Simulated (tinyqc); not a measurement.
Scan in temperature at fixed frequency: admittance spectroscopy and thermally stimulated current of one trap level in a depletion layer. Computed by tinyqc, a small Python program. Command: `OMP_NUM_THREADS=1 python tinyqc.py 3114330 3114331 out.jsonl admit walk`. One thread of a shared host (Intel(R) Xeon(R) Processor @ 2.30GHz), about 0.01 s of CPU time with the checks.

A Schottky junction on n-type material holds one donor-like electron trap; shallow donors are fully ionised and abrupt depletion edges are assumed.

Inputs (values chosen for the exercise, modelled on n-type GaAs): dielectric constant eps = 12.7; density-of-states mass m = 0.0683 m_0; shallow doping N = 6.7e+15 1/cm^3; trap density N_t = 3.4e+15 1/cm^3; trap depth E_t below the band = 0.409 eV; capture cross section sigma = 1e-16 cm^2; band bending V_b = 0.78 V; test frequency f = 100000 Hz.

Constants: k_B = 1.380649e-23 J/K; m_0 = 9.1093837015e-31 kg; h = 6.62607015e-34 J s; k_B = 8.617333262e-05 eV/K; eps_0 = 8.8541878128e-12 F/m; e = 1.602176634e-19 C.

Method:
- N_c = 2 (2 pi m k_B T/h^2)^(3/2), v_th = sqrt(3 k_B T/m), emission rate e_n = sigma v_th N_c exp(-E_t/(k_B T)).
- Where the level crosses the Fermi level capture equals emission, so the trap follows the signal with the rate 2 e_n; G/omega peaks at omega = 2 e_n (the correction for large N_t/N is left out).
- Solve 2 e_n(T_p) = 2 pi f.
- With E_c - E_F = k_B T_p ln(N_c/N): lambda = sqrt(2 eps eps_0 (E_t - (E_c - E_F))/(e^2 N)); traps are empty and charged for x < x_t = w - lambda, and V_b = e (N w^2 + N_t x_t^2)/(2 eps eps_0). High frequency: C_hf = eps eps_0/w. Low frequency: C_lf = eps eps_0 (N + N_t)/(N w + N_t x_t).
- With x = omega/(2 e_n): C = C_hf + (C_lf - C_hf)/(1 + x^2), G/omega = (C_lf - C_hf) x/(1 + x^2); C_hf and C_lf are held at their values at T_p.

peak temperature T_p = 487.718 K

C_hf = 29.2990 nF/cm^2

C_lf = 35.7446 nF/cm^2

Admittance:
```
T (K)  omega/(2 e_n)  C (nF/cm^2)  G/omega (nF/cm^2)
429.2         4.8668       29.560             1.2707
448.7         2.7538       30.050             2.0679
463.3         1.8508       30.755             2.6957
478.0         1.2688       31.769             3.1336
487.7         1.0004       32.520             3.2228
497.5         0.7937       33.253             3.1386
512.1         0.5707       34.161             2.7747
531.6         0.3770       34.943             2.1274
556.0         0.2329       35.413             1.4239
```

The peak of G/omega is half the step, 3.22 nF/cm^2. Its full width is near 2 ln(2 + sqrt3) k_B T_p^2/(E_t + 2 k_B T_p) = 109.5 K. Caution: N_t/N is not small, so the peak moves away from omega = 2 e_n.

Extremes, crossings and ranges named in words are read from the listed rows.
